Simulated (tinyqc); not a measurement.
Mesh against broadening: interband optics of a two-band s-p chain from momentum matrix elements.

H(k) = [[Es - 2 ts cos ka, 2i V sin ka], [-2i V sin ka, Ep_ + 2 tp cos ka]] in the basis s, p; the lower band is full, with two electrons a cell. The velocity operator times hbar is W = dH/dk (eV angstrom); intra-atomic dipoles are left out.

With w(k) = |<c|W|v>|^2 and D(k) = Ec - Ev, on the mesh k_j = (j + 1/2)/N (2 pi/a): eps(E) = 1 + (8 pi e2/(a Ar)) mean_j (w/D^2) [1/(D - E - i eta) + 1/(D + E + i eta)], e2 = e^2/(4 pi eps0); light polarised along the chains, no local fields.

Constants: e^2/(4 pi eps0) = 14.39964547 eV angstrom.

Values chosen for the exercise: a = 3.91 angstrom (period); Es = 1.95 eV (upper orbital (s)); Ep_ = -2.01 eV (lower orbital (p)); ts = 0.58 eV (s-s hopping); tp = 0.46 eV (p-p hopping); V = 0.93 eV (s-p hopping); Ar = 7.5 angstrom^2 (cross-section per chain); E = 6.14 eV (photon energy).

eps2 at E for three widths, and eps(0) at eta = 0; the last row is the mesh of 2000 points.

Convergence:
```
N     eta = 0.03 eV  eta = 0.1 eV  eta = 0.3 eV   eps(0)
4            14.567        27.694        17.413   3.4864
8            14.498        24.653        15.738  11.5384
16           14.077        24.918        15.918  18.4956
32           14.041        24.942        15.917  19.0896
64           14.041        24.942        15.917  19.0910
128          14.041        24.942        15.917  19.0910
2000         14.041        24.942        15.917  19.0910
```

The first N from which eps2 stays within 2 % of the last row is 16 for eta = 0.03, 8 for 0.1 and 8 for 0.3 eV; for eps(0) and 0.1 % it is 32. E lies outside the range of transitions, so eps2 is only the tail of the broadening; E is closer to the edge than the larger widths, so it does not simply grow with eta.

(tinyqc, `OMP_NUM_THREADS=1 python tinyqc.py 1681065 1681066 out.jsonl`, Intel(R) Xeon(R) Processor @ 2.30GHz, 1 thread, shared host, about 0.01 s.)
